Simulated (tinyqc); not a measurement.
Inside a calculation. Model: interdiffusion of a quantum well during annealing: blurred potential and shift of the confined levels. Computed by tinyqc, a small Python program that keeps every step. Command: `OMP_NUM_THREADS=1 python tinyqc.py 3011703 3011704 out.jsonl qwi walk`. One thread of a shared host (Intel(R) Xeon(R) Processor @ 2.30GHz), about 0.07 s of CPU time with the checks. Intermediate numbers are printed to about 6 digits and carried at full precision; extremes and crossings named in words are read from the listed rows.

A square well of width w is blurred by Fick diffusion with a constant coefficient; band offsets are linear in composition, masses are uniform, and strain and excitons are ignored.

Inputs (values chosen for the exercise, modelled on GaAs in AlGaAs):

| quantity | value | unit |
|---|---|---|
| well width w | 4.7 | nm |
| electron mass m_e | 0.0696 | m_0 |
| hole mass m_h | 0.375 | m_0 |
| conduction offset V_c | 0.18 | eV |
| valence offset V_v | 0.11 | eV |
| prefactor D0 | 0.72 | cm^2/s |
| activation energy E | 3.78 | eV |
| anneal temperature T | 820 | C |
| anneal time t | 160 | s |

Constants: k_B = 8.617333262e-05 eV/K; hbar^2/(2 m_0) = 3.80998212 eV angstrom^2.

## Diffusion length

D = D0 exp(-E/(k_B T)); L = sqrt(D t); share of well material at the centre erf(w/(4L)); 1 nm = 1e-7 cm. Temperatures in kelvin are T(C) + 273.15.

diffusivity D = 2.69339e-18 cm^2/s

diffusion length L = 0.207591 nm

ratio L/w = 0.0441684

share at the centre = 1

## Levels before the anneal

Square well, ground state: take the lowest root of k tan(k w/2) = kappa, k^2 = E/c, kappa^2 = (V - E)/c, c = hbar^2/(2m) with hbar^2/(2 m_0) in eV angstrom^2.

electron level before the anneal = 74.9368 meV

hole level before the anneal = 22.3773 meV

Caution: the well mass is used in the barriers too; a heavier barrier mass would lower these levels.

## Levels after the anneal

With L = sqrt(D t) and the share at the centre erf(w/(4L)). After the anneal: V(z) = V {1 - (1/2)[erf((w/2 - z)/(2L)) + erf((w/2 + z)/(2L))]}, energies counted from the original well bottom. Finite differences on 3000 points over |z| < w/2 + 6L + 25 nm; shifts are taken against the same grid with cell-averaged square steps. Rise of the bottom = V (1 - share at the centre). Overlap = |<electron|hole>|^2.

shift of the electron level = 1.125 meV

shift of the hole level = 0.937 meV

blue shift of the transition = 2.062 meV

rise of the gap at the centre = 0 meV

overlap = 0.9324

The centre is still intact, so the shift comes from rounded edges that narrow the lower part of the well.

## Shift against diffusion length

First-order estimate for small L: the shift is 2 L^2 V |d(psi^2)/dz| at an edge, with psi the normalised square-well state: psi^2 = cos^2(k z)/(w/2 + 1/kappa) inside, so |d(psi^2)/dz| = k sin(k w)/(w/2 + 1/kappa).

Shifts (meV):

| L/w | L (nm) | share at the centre | electron | hole | sum | first-order sum |
|---|---|---|---|---|---|---|
| 0.02 | 0.094 | 1 | 0.241 | 0.203 | 0.444 | 0.464806 |
| 0.04 | 0.188 | 1 | 0.93 | 0.775 | 1.705 | 1.85922 |
| 0.07 | 0.329 | 1.000000 | 2.698 | 2.245 | 4.943 | 5.69387 |
| 0.1 | 0.47 | 0.999593 | 5.208 | 4.379 | 9.587 | 11.6201 |
| 0.15 | 0.705 | 0.981578 | 10.61 | 9.201 | 19.81 | 26.1453 |
| 0.2 | 0.94 | 0.922900 | 16.849 | 15.045 | 31.894 | 46.4806 |
| 0.3 | 1.41 | 0.761407 | 29.222 | 26.818 | 56.04 | 104.581 |
| 0.45 | 2.115 | 0.567942 | 43.97 | 40.395 | 84.365 | 235.308 |
| 0.7 | 3.29 | 0.386495 | 59.542 | 53.866 | 113.408 | 569.387 |
| 1 | 4.7 | 0.276326 | 70.272 | 62.599 | 132.871 | 1162.01 |

The sum grows as L^1.94 between the first rows (L^2, linear in time, in first order) and as L^0.44 between the last, as it bends towards the limit V_c + V_v less the original levels, 192.7 meV. The first-order form is off by +5 % in the first row and +21 % at L/w = 0.1; it needs L well below the decay length 1/kappa. At L/w = 0.2 the hole level has moved by the larger share of its offset (13.7 % for the hole, 9.4 % for the electron).

Checks made by the program: finite differences against the square-well equation (relative difference 2e-06).
